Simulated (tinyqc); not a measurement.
From results back to parameters: dielectric confinement in a thin film (image charges). Four cases, with inputs chosen for the exercise.

Problem. The self-energy at the centre was computed from a hidden eh.

A film |z| < t/2 of dielectric constant eps between half-spaces of dielectric constant e2; lam = (eps - e2)/(eps + e2), q = e^2/(4 pi eps0). The self-energy of a band edge is taken with the high-frequency value, e2 = eh, and the field of a fixed ion with the static one, e2 = eo. A charge at z has images lam^|n| at n t + (-1)^n z. Its self-energy is S(z) = (q/2 eps) sum over n >= 1 of lam^n [1/(n t - 2z) + 1/(n t + 2z)] for odd n and 2 lam^n/(n t) for even n; at the centre S(0) = -(q/(eps t)) ln(1 - lam).

Constants: e^2/(4 pi eps0) = 14.39964547 eV angstrom.

Case 1.

Values chosen: t = 64 angstrom (film thickness); eps = 13.3 (dielectric constant of the film).
S(0) = 21.9798 meV

Case 2.

Values chosen: t = 88 angstrom (film thickness); eps = 16.3 (dielectric constant of the film).
S(0) = 9.5525 meV

Case 3.

Values chosen: t = 38 angstrom (film thickness); eps = 11.8 (dielectric constant of the film).
S(0) = 21.8554 meV

Case 4.

Values chosen: t = 56 angstrom (film thickness); eps = 13.4 (dielectric constant of the film).
S(0) = 14.5468 meV

Find: lam; eh.

Solution. lam = 1 - exp(-S(0) eps t/q), and eh = eps (1 - lam)/(1 + lam).

Case 1.

lam = 0.7273
eh = 2.1

Case 2.

lam = 0.6139
eh = 3.9

Case 3.

lam = 0.4937
eh = 4.0

Case 4.

lam = 0.5314
eh = 4.1

Computed by tinyqc, one run a case: `OMP_NUM_THREADS=1 python tinyqc.py N N+1 out.jsonl` with N = 1252140, 1252195, 1252271, 1252422; one thread of a shared Intel(R) Xeon(R) Processor @ 2.30GHz, about 0.09 s a run at most.
